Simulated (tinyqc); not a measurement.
## Segment and feed resistance from two drops

Problem. A rail is fed at one end through Rq; K loads of Ij follow, each after a segment Rs. The drop at load j is K Ij Rq + Rs Ij sum_(l=1..j) (K - l + 1). Find Rs, Rq and the worst drop, at the middle, if the rail were fed through Rq at both ends: K Ij Rq/2 + Rs Ij K^2/8 with the load taken as continuous.

Parameters, values chosen for the exercise:
- K = 14 (number of equal loads)
- Ij = 0.76 mA (current of each load)

drops at the first and at the last load (mV): 4.3624000  22.344000

Solution. The difference of the two drops is Rs Ij K (K - 1)/2, which gives Rs; the first drop then gives Rq.

Rs = 0.2600 ohm
Rq = 0.1500 ohm
drop at the middle with two feeds = 5.639 mV

Numbers from tinyqc (`OMP_NUM_THREADS=1 python tinyqc.py 2770221 2770222 out.jsonl`; about 0.3 s on one thread of a shared Intel Xeon 2.30GHz).
